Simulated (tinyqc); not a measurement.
The decay curve: photoconductance decay in a wafer: bulk and surface recombination modes, and iron detection by pair splitting. Computed by tinyqc, a small Python program. Command: `OMP_NUM_THREADS=1 python tinyqc.py 3110439 3110440 out.jsonl pcd walk`. One thread of a shared host (Intel(R) Xeon(R) Processor @ 2.30GHz), about 0.01 s of CPU time with the checks.

Both faces of the wafer have the same S; injection is low and all coefficients are constant. x runs from -W/2 to W/2.

Inputs (values chosen for the exercise, modelled on p-type silicon): thickness W = 150 micrometre; diffusivity D = 21.8 cm^2/s; bulk lifetime tau_b without iron = 1400 microsecond; surface recombination velocity S = 6200 cm/s; absorption coefficient alpha = 710 1/cm.

Method:
- Even modes cos(a x) obey b tan b = S W/(2 D) with b = a W/2, odd modes sin(a x) obey -b cot b = S W/(2 D); each decays at the rate 1/tau_b + D a^2.
- tau_eff is the decay time of the first mode. The surface time is 1/(D a^2) of that mode; shortcuts for it are W/(2 S), W^2/(pi^2 D) and their sum, whose error is sum/surface time - 1.
- Light from one face makes n(x, 0) proportional to exp(-alpha (x + W/2)). Only even modes carry the thickness average: weight c_n = [sin b/b] int n cos(a x) dx / (int cos^2(a x) dx x mean n), with int exp(-alpha (x + W/2)) cos(a x) dx = [alpha cos b (1 - E) + a sin b (1 + E)]/(alpha^2 + a^2), E = exp(-alpha W), and int cos^2 = W/2 + sin(2 b)/(2 a).
- Mean density = sum_n c_n exp(-t/tau_n) over 60 modes; the local decay time is -1/(d ln n/dt).

W^2/(pi^2 D) = 1.04575 microsecond

tau_eff = 2.14433 microsecond

Decay:
```
t / (W^2/(pi^2 D))  t (microsecond)  mean density/start  local decay time (microsecond)
0.02                         0.0209             0.94179                          0.4277
0.05                         0.0523             0.88449                          0.5712
0.10                         0.1046             0.81742                          0.7575
0.20                         0.2091             0.72844                          1.0656
0.50                         0.5229             0.58288                          1.7429
1.00                         1.0457             0.44729                          2.1031
2.00                         2.0915             0.27414                          2.1440
```

What follows from these numbers?

The local decay time goes from 0.428 to 2.14 microsecond against tau_eff = 2.14. Early on higher modes speed the decay, so a fit must start late.
